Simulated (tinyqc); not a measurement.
Worked calculation: two-sublattice mean-field magnet: ferrimagnet, compensation points and susceptibility. Computed by tinyqc, a small Python program that keeps every step. Command: `OMP_NUM_THREADS=1 python tinyqc.py 3008912 3008913 out.jsonl ferri walk`. One thread of a shared host (Intel(R) Xeon(R) Processor @ 2.30GHz), about 0.01 s of CPU time with the checks. Intermediate numbers are printed to about 6 digits and carried at full precision; extremes and crossings named in words are read from the listed rows.

A random alloy A(1-x)B(x) with H = -sum over pairs J S_i.S_j. a = <S_A> and b = <S_B> are taken along z, a > 0. Exchange fields: h_A = (1 - x) zJ_AA a + x zJ_AB b, h_B = (1 - x) zJ_AB a + x zJ_BB b; a = S_A B_(S_A)(S_A h_A/(k_B T)) and likewise for b, with the Brillouin function B_S(y) = [(2S + 1)/(2S)] coth[(2S + 1) y/(2S)] - [1/(2S)] coth[y/(2S)].

Inputs (values chosen for the exercise, for a model ferrimagnet):
```
quantity,value,unit
spin S_A,2,-
spin S_B,3.5,-
g factor g_A,2.1,-
g factor g_B,2,-
fraction x of B sites,0.37,-
z J_AA,16.2,meV
z J_BB,0.31,meV
z J_AB,-6.9,meV
T over T_c,0.52,-
largest number of steps,3000,-
```

Constants: k_B = 8.617333262e-05 eV/K.

## Ordering temperature

Linearised, T (a, b) = M (a, b) with M_ij = S_i (S_i + 1) c_j zJ_ij/(3 k_B), c_A = 1 - x, c_B = x. T_c is the larger eigenvalue, and its eigenvector gives b/a at onset, (T_c - M_AA)/M_AB.

M (K):
```
,A,B
A,236.871,-59.253
B,-264.835,6.988
```

eigenvalues (K): [-48.082, 291.941]

T_c = 291.941 K

b/a at onset = -0.929401

T = 151.809 K

The antiferromagnetic A-B coupling raises T_c by 55 K over that of A alone.

## First step

Start from a = S_A, b = -S_B and apply the equations once.

h_A = 29.3475 meV

h_B = -9.09545 meV

new a = 1.88137

new b = -2.53507

## Self-consistent moments

Repeat from a = S_A, b = -S_B until a and b change by less than 1e-10.

Iteration:
```
step,a,b,largest change
1,2.00000,-3.50000,9.64927e-01
2,1.88137,-2.53507,8.79937e-02
3,1.83680,-2.44708,3.07699e-02
4,1.82665,-2.41631,7.35081e-03
5,1.82381,-2.40896,2.04531e-03
6,1.82306,-2.40691,5.44937e-04
...,...,...,...
13,1.82278,-2.40617,5.71179e-08
14,1.82278,-2.40617,1.54209e-08
15,1.82278,-2.40617,4.16340e-09
16,1.82278,-2.40617,1.12405e-09
17,1.82278,-2.40617,3.03476e-10
18,1.82278,-2.40617,8.19336e-11
```

a = 1.82278

b = -2.40617

last change = 8.19336e-11

a is at 91 % and b at 69 % of saturation: the B spins feel the weaker field per spin and lose their order faster.

## Net moment and spin

Net moment m = (1 - x) g_A a + x g_B b in mu_B per site; net spin s = (1 - x) a + x b. At T = 0, a = S_A and b = -S_B. Effective g = m/s.

net moment m = 0.630971 mu_B

net spin s = 0.258068

m at T = 0 = 0.056 mu_B

effective g = 2.44498

A dominates at T, as at T = 0.

## Compensation temperatures

Net moment m = (1 - x) g_A a + x g_B b in mu_B per site; net spin s = (1 - x) a + x b. T_M: m = 0; T_A: s = 0; searched between 0.02 and 0.97 T_c, and given as 0 if there is no change of sign.

magnetic compensation T_M = 0 K

angular-momentum compensation T_A = 43.1622 K

Only one of the two points lies in this range.

## Moments against temperature

The formulas are those given above.

Sublattices:
```
T/T_c,T (K),a/S_A,-b/S_B,m (mu_B)
0.05,14.597,1.000000,0.999793,0.056536
0.15,43.791,0.999775,0.971705,0.128690
0.30,87.582,0.987395,0.874153,0.348592
0.45,131.373,0.943964,0.750570,0.553754
0.60,175.165,0.862887,0.612323,0.697283
0.72,210.197,0.761047,0.493015,0.736820
0.84,245.230,0.605033,0.358874,0.671434
0.92,268.586,0.441825,0.247709,0.527502
0.97,283.183,0.275900,0.149495,0.342840
```

At 0.45 T_c A keeps 0.94 and B 0.75 of saturation. |m| first rises, to 0.737 at 0.72 T_c, because the minority sublattice falls faster (type P).

## Susceptibility above T_c

With a field B, T (a, b) = M (a, b) + (mu_B B/(3 k_B)) (g_A S_A (S_A + 1), g_B S_B (S_B + 1)). chi = m/B per site; C = mu_B [(1 - x) g_A^2 S_A (S_A + 1) + x g_B^2 S_B (S_B + 1)]/(3 k_B); the table gives C/chi, which tends to T - theta.

Inverse susceptibility:
```
T (K),C/chi (K),T - C/chi (K)
297.78,60.77,237.010
321.13,190.49,130.648
364.93,300.30,64.624
437.91,409.20,28.707
583.88,577.75,6.128
875.82,882.50,-6.680
1459.70,1473.23,-13.524
2919.41,2936.87,-17.464
```

T - C/chi sinks from 237 K just above T_c to -17 K at 10 T_c, on its way to the asymptotic theta. The curve of 1/chi is a hyperbola that bends down to zero at T_c = 292 K, so a Curie-Weiss line fitted at high T misses T_c.

Checks made by the program: the fixed point (relative difference below 1e-10).
